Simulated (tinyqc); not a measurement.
Self-heating of a transistor with one or more fingers, with temperature-dependent conductivity: one step, computed by the program tinyqc. Command: `OMP_NUM_THREADS=1 python tinyqc.py 3027579 3027580 out.jsonl selfheat walk`. One thread of a shared host (Intel(R) Xeon(R) Processor @ 2.30GHz), about 0.07 s of CPU time with the checks.

N long parallel fingers lie on the top face of a slab whose bottom is held at T_0; the top is otherwise insulated, and heat flows in two dimensions. P in W/mm is 1000 P in W/m.

Problem. Correction for the falling conductivity. Kirchhoff transformation for kappa = kappa_0 (T/T_0)^-m: T = T_0 [1 - (m - 1) theta/T_0]^(-1/(m - 1)), where theta is the linear rise. The bracket vanishes at the power P T_0/((m - 1) theta).

Inputs (values chosen for the exercise, modelled on diamond):
```
quantity,value,unit
exponent m in kappa ~ T^-m,1.29,-
base temperature T_0,358,K
power per gate width P,2.1,W/mm
width of the heat source w,0.32,micrometre
phonon free path Lambda,480,nm
```

Power: fixed power.

largest theta = 6.301022 K

Give: peak temperature; true rise; true rise / linear rise; power at which the formula diverges.

Solution.

peak temperature = 364.37 K

true rise = 6.3732 K

true rise / linear rise = 1.0115

power at which the formula diverges = 411.43 W/mm

The falling conductivity adds 1.1 % to the rise. Caution: the source is narrower than two phonon free paths, so the Fourier result understates the rise at the source.
